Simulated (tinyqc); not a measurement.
One point for the whole zone: special k points of the fcc lattice.

Lattice vectors in units of a: a1 = (0, 1/2, 1/2), a2 = (1/2, 0, 1/2), a3 = (1/2, 1/2, 0); reciprocal vectors b_i with a_i . b_j = 2 pi delta_ij. Mesh: k = sum_i f_i b_i with f_i = (2 j_i + shift)/(2 N), j_i = 0 .. N-1. The point group of the lattice has 48 operations; only those that map the mesh onto itself are used.

A_m(k) = sum over the m-th star of lattice vectors R of cos(k . R), stars in order of length: m = 1: |R|^2 = 0.5, 12 vectors, such as (1, 0, 0) in the basis a_i; m = 2: |R|^2 = 1, 6 vectors, such as (1, 1, -1) in the basis a_i; m = 3: |R|^2 = 1.5, 24 vectors, such as (2, 0, -1) in the basis a_i; m = 4: |R|^2 = 2, 12 vectors, such as (2, 0, 0) in the basis a_i; m = 5: |R|^2 = 2.5, 24 vectors, such as (2, 1, -1) in the basis a_i; m = 6: |R|^2 = 3, 8 vectors, such as (3, -1, -1) in the basis a_i. The zone mean of every A_m is zero.

Test function, the lower band of a two-band insulator: E(k) = -sqrt(D^2 + (e0 - t A_1(k))^2).

Values chosen for the exercise (out of a larger set: the lattice of Si, GaAs, Cu and Al; not measured data): D = 2.33 eV (half gap term); t = 0.24 eV (coupling); e0 = 1.65 eV (offset).

The mean-value (Baldereschi) point is taken at k = (2 pi/a) (0.6223, 0.2953, 0), that is f = (0.1477, 0.3111, 0.4588); the reference is the mesh with N = 24.

Single points:
```
point,A_1,A_2,A_3,A_4,E (eV)
Gamma,12.000,6.000,24.000,12.000,-2.6347
mean-value point,0.000,0.000,-4.405,-3.192,-2.8550
zone-face centre b1/2,0.000,-6.000,0.000,12.000,-2.8551
```

reference mean = -2.9515 eV

The mean-value point makes A_1 and A_2 vanish. Its error is +96 meV, against +317 meV at Gamma and +96 meV at b1/2. E is not linear in A_1; its powers hold sums of nearest vectors and a non-zero mean, so this point is not exact. A_1 has the same value at b1/2, and E depends on A_1 alone, so this test cannot tell the two points apart.

(tinyqc, `OMP_NUM_THREADS=1 python tinyqc.py 1650351 1650352 out.jsonl`, Intel(R) Xeon(R) Processor @ 2.30GHz, 1 thread, shared host, about 0.1 s.)
